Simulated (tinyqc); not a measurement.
Gas flow in a process chamber: flow regimes, conductance, effective pumping speed, pump-down, outgassing and purge. Inputs raised by 2 %, one at a time. Computed by tinyqc, a small Python program. Command: `OMP_NUM_THREADS=1 python tinyqc.py 3120207 3120208 out.jsonl pump sens`. One thread of a shared host (Intel(R) Xeon(R) Processor @ 2.30GHz), about 0.01 s of CPU time with the checks.

Ideal gas, isothermal flow, a pump of constant speed at the end of a round pipe; process gas, volume gas and outgassing are given the same properties. 1 sccm = 101325 Pa x 1e-6 m^3/60 s x T/273.15 K.

Inputs (values chosen for the exercise, modelled on oxygen near room temperature):

| quantity | value | unit |
|---|---|---|
| molar mass M | 32 | g/mol |
| molecular diameter | 0.36 | nm |
| viscosity eta | 20.6 | micropascal s |
| temperature T | 300 | K |
| chamber volume V | 30 | L |
| wall area | 0.33 | m^2 |
| pipe diameter d | 25 | cm |
| pipe length l | 11 | cm |
| pump speed S | 1900 | L/s |
| process gas flow | 42 | sccm |
| outgassing rate after 1 h | 5.6e-07 | Pa m^3/(s m^2) |
| outgassing exponent n | 1.1 | - |
| target base pressure | 4e-05 | Pa |

Constants: k_B = 1.380649e-23 J/K; u = 1.6605390666e-27 kg.

Method:
- Mean speed c = sqrt(8 k_B T/(pi m)); aperture conductance C_a = c pi d^2/16; molecular pipe C_m = C_a/(1 + 3 l/(4 d)) (Dushman form); viscous pipe C_v = pi d^4 p_mean/(128 eta l); Knudsen interpolation C = C_v + C_m (1 + x)/(1 + 1.24 x), x = d p_mean sqrt(m/(k_B T))/eta.
- Effective speed 1/S_eff = 1/S + 1/C_m; time constant V/S_eff; pressure at which the free path k_B T/(sqrt2 pi d_m^2 p) equals d.
- Steady flow: the pump inlet is at p_2 = Q/S, and the chamber pressure p_1 solves Q = C((p_1 + p_2)/2) (p_1 - p_2). Residence time = p_1 V/Q.
- Knudsen number = free path at the mean pressure over d.
- From the outgassing limit: t = 1 h x (q_1 A/(S_eff p_target))^(1/n) - 10 s; monolayer time at the target = 1e19 m^-2 x 4 k_B T/(p c) for unit sticking.

Runs:

| input moved | from | to | chamber pressure p_1 (Pa) | residence time (s) | time to the target (h) | conductance C (L/s) |
|---|---|---|---|---|---|---|
| base run | - | - | 0.054991 | 0.021178 | 0.0031588 | 5567.7 |
| molar mass M (g/mol) | 32 | 32.64 | 0.055079 | 0.021212 | 0.0031758 | 5533.0 |
| chamber volume V (L) | 30 | 30.6 | 0.054991 | 0.021601 | 0.0031588 | 5567.7 |
| wall area (m^2) | 0.33 | 0.3366 | 0.054991 | 0.021178 | 0.0032667 | 5567.7 |
| pipe length l (cm) | 11 | 11.22 | 0.055130 | 0.021231 | 0.0031673 | 5513.0 |
| pump speed S (L/s) | 1900 | 1938 | 0.054263 | 0.020897 | 0.0030864 | 5537.9 |
| process gas flow (sccm) | 42 | 42.84 | 0.056000 | 0.021143 | 0.0031588 | 5603.4 |
| outgassing rate after 1 h (Pa m^3/(s m^2)) | 5.6e-07 | 5.712e-07 | 0.054991 | 0.021178 | 0.0032667 | 5567.7 |

Exponents ln(y'/y) / ln(x'/x):

| input | chamber pressure p_1 | residence time | time to the target | conductance C |
|---|---|---|---|---|
| molar mass M | 0.081 | 0.081 | 0.271 | -0.316 |
| chamber volume V | 0.000 | 1.000 | 0.000 | 0.000 |
| wall area | 0.000 | 0.000 | 1.695 | 0.000 |
| pipe length l | 0.127 | 0.127 | 0.135 | -0.498 |
| pump speed S | -0.673 | -0.673 | -1.171 | -0.271 |
| process gas flow | 0.918 | -0.082 | 0.000 | 0.323 |
| outgassing rate after 1 h | 0.000 | 0.000 | 1.695 | 0.000 |

Among the inputs moved here: chamber pressure p_1 answers most in size to process gas flow (exponent +0.918), next to pump speed S (-0.673); its exponent is below 0.0005 for chamber volume V, wall area, outgassing rate after 1 h. Residence time answers most in size to chamber volume V (exponent +1.000), next to pump speed S (-0.673); its exponent is below 0.0005 for wall area, outgassing rate after 1 h. Time to the target answers most in size to wall area (exponent +1.695), and about equally to outgassing rate after 1 h (+1.695); its exponent is below 0.0005 for chamber volume V, process gas flow. Conductance C answers most in size to pipe length l (exponent -0.498), next to process gas flow (+0.323); its exponent is below 0.0005 for chamber volume V, wall area, outgassing rate after 1 h.
